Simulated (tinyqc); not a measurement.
Dose and depth of a threshold implant.

Problem. A sheet of D acceptors per cm^2 lies at depth xi inside the depleted layer of a body doped Na. In the depletion approximation VT = Vfb + f2 + q D/Cox + gamma sqrt(f2 + Vsb - q D xi/(eps0 eps_r)), gamma = sqrt(2 eps0 eps_r q Na)/Cox, Cox = eps0 eox/tox. Find gamma, D and xi.

Values chosen for this exercise; band and dielectric values close to those of silicon:
- eps_r = 11.9 (relative permittivity)
- Na = 1.3e16 cm^-3 (acceptor density deep in the body)
- eox = 3.9 (relative permittivity of the gate insulator (close to silicon dioxide))
- tox = 2.3 nm (insulator thickness)
- Vfb = -0.67 V (flat-band voltage)
- f2 = 0.744 V (band bending 2 phiF at threshold)

Constants: q = 1.602176634e-19 C, eps0 = 8.8541878128e-14 F/cm where lengths are in cm. Results are converted to the units shown.

VT against the source at Vsb = 0 and 2.7 V (V): [0.13383977, 0.17979251]

Answer. With y^2 = f2 - q D xi/(eps0 eps_r) and d the difference of the thresholds over gamma, sqrt(y^2 + Vsb) - y = d gives y = (Vsb - d^2)/(2 d). The first threshold then gives D, and y^2 gives xi.

gamma = 0.0441 V^0.5
D = 2.40e11 cm^-2
xi = 39.0 nm

Numbers from tinyqc (`OMP_NUM_THREADS=1 python tinyqc.py 2080090 2080091 out.jsonl`; about 0.4 s on one thread of a shared Intel Xeon 2.30GHz).
